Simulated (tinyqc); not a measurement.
Plane-wave Kohn-Sham cycle with exchange-only LDA in a layered model solid, step by step. One step of it, computed by the program tinyqc.

Question. Iteration 2: potential. V_H(G) = 4 pi rho(G)/G^2 for G != 0 (uniform background); v_x = -(3 rho/pi)^(1/3); V = V_ext + V_H + v_x; Fourier components f(G_m) = (1/N) sum_j f(x_j) exp(-i G_m x_j).

A solid whose potential varies along x alone (atomic units):
```
parameter                      value
period a                   17.500000
cross-section of the cell  40.000000
electrons per cell                 4
grid points                       16
plane waves -n..n, n               2
k points                           2
V1 in V1 cos(2 pi x/a)     -0.750000
V2 in V2 cos(4 pi x/a)     -0.160000
```

density after iteration 1 (e/bohr^3): 0.00783052  0.00802699  0.00790116  0.00665826  0.00499964  0.00411757  0.00403359  0.00405432  0.00401499  0.00405432  0.00403359  0.00411757  0.00499964  0.00665826  0.00790116  0.00802699

Give: Potentials on the grid; V(G_m), m = 0, 1, 2, ....

Answer.

Potentials on the grid (hartree):
```
x          V_ext      V_H      v_x        V
0.0000   -0.9100   0.2315  -0.1955  -0.8740
1.0938   -0.8060   0.2153  -0.1972  -0.7879
2.1875   -0.5303   0.1647  -0.1961  -0.5617
3.2812   -0.1739   0.0828  -0.1853  -0.2764
4.3750    0.1600  -0.0128  -0.1684  -0.0212
5.4688    0.4001  -0.0987  -0.1578   0.1436
6.5625    0.5303  -0.1616  -0.1568   0.2119
7.6562    0.5798  -0.1994  -0.1570   0.2234
8.7500    0.5900  -0.2121  -0.1565   0.2214
9.8438    0.5798  -0.1994  -0.1570   0.2234
10.9375   0.5303  -0.1616  -0.1568   0.2119
12.0312   0.4001  -0.0987  -0.1578   0.1436
13.1250   0.1600  -0.0128  -0.1684  -0.0212
14.2188  -0.1739   0.0828  -0.1853  -0.2764
15.3125  -0.5303   0.1647  -0.1961  -0.5617
16.4062  -0.8060   0.2153  -0.1972  -0.7879
```

V(G_m), m = 0, 1, 2, ... (hartree): -0.1743  -0.2737  -0.0763  0.0000  0.0003
